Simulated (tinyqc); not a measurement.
Inside a calculation: Boltzmann transport in a parabolic band with a power-law relaxation time. Values are carried at full precision from step to step, so a last printed digit may differ when a step is redone from the rounded ones.

F_j(eta) = (1/Gamma(j + 1)) integral_0^infinity x^j dx/(1 + exp(x - eta)), which tends to exp(eta) for eta << 0.

n = N F_1/2(eta) with N = 2 (m kB T/(4 pi c))^(3/2) with c = hbar^2/2m0, in 1/angstrom^3; times 1e24 for 1/cm^3, m = md.

Constants: hbar^2/2m0 = 3.80998211 eV angstrom^2; kB = 8.617333262e-05 eV/K.

Values chosen for the exercise (masses near those of Ge; tau0 is set for a mobility of the usual size at this n, kL is a free input; freeze-out and phonon drag, which matter near 77 K, are left out; shifted at random, so the results belong to these values and not to a real crystal):
- n = 4.7e+18 1/cm^3 (electron density)
- md = 0.553 m0 (density-of-states mass)
- T = 500 K
- r = 1.5 (exponent of tau)
- tau0 = 4.4 fs (tau at E = kT)
- mc = 0.1197 m0 (conductivity mass)
- kL = 130 W/(m K) (lattice thermal conductivity)

## Reduced Fermi level

Solve for eta.

N = 2.220e+19 1/cm^3
eta = -1.4781

## Integrals for r = 1.5 (ionised impurities)

tau = tau0 x^r with x = E/kT. With K_j = Gamma(j + 1) F_j(eta): <tau> = tau0 (r + 3/2) K_(r+1/2)/((3/2) K_(1/2)); mu = <tau>/(mc m0/e), m0/e = 5.685630e-12 kg/C; Hall factor rH = (3/2) K_(1/2) (2r + 3/2) K_(2r+1/2)/((r + 3/2) K_(r+1/2))^2; Seebeck S = -(kB/e) [(r + 5/2) K_(r+3/2)/((r + 3/2) K_(r+1/2)) - eta]; Lorenz number L = (kB/e)^2 [(r + 7/2) K_(r+5/2)/((r + 3/2) K_(r+1/2)) - ((r + 5/2) K_(r+3/2)/((r + 3/2) K_(r+1/2)))^2]; kB/e in V/K. Valley anisotropy is left out of rH.

Evaluate F_j and K_j for j = 1/2, r + 1/2, r + 3/2, r + 5/2 and 2r + 1/2 (each value once).

F_j and K_j:
```
j        F_j      K_j
0.5  0.21167  0.18759
2.0  0.22197  0.44394
3.0  0.22496   1.3497
4.0  0.22649   5.4358
3.5  0.22585   2.6271
```

## Transport coefficients

Form the ratios; u is the mean energy carried, in kT.

<tau>/tau0 = 4.733
rH = 1.875
u = 4.054
S = -476.7 microvolt/K
L = 2.951 1e-8 W ohm/K^2

The non-degenerate limits are rH = 1.933, u = r + 5/2 = 4 and L = (r + 5/2)(kB/e)^2 = 2.970; the degenerate ones are rH = 1 and L = 2.443.

## Mobility, conductivity and figure of merit

mu = <tau>/(mc m0/e) with m0/e = 5.685630e-12 kg/C; sigma = e n mu, e = 1.602176634e-19 C; Hall mobility rH mu; power factor S^2 sigma; ZT = S^2 sigma T/(kL + L sigma T), all in SI units.

mu = 306 cm^2/(V s)
Hall mobility = 574 cm^2/(V s)
sigma = 230 S/cm
power factor = 5.24 mW/(m K^2)
electronic thermal conductivity = 0.340 W/(m K)
ZT = 0.020

A Hall measurement read with rH = 1 would give a density of 2.51e+18 1/cm^3. Electrons carry 0.26 % of the heat.

## Checks

- Seebeck coefficient against direct integration over -df/dE (microvolt/K): both -476.7.

tinyqc: `OMP_NUM_THREADS=1 python tinyqc.py 1680365 1680366 out.jsonl`; about 0.01 s, one thread, shared Intel(R) Xeon(R) Processor @ 2.30GHz.
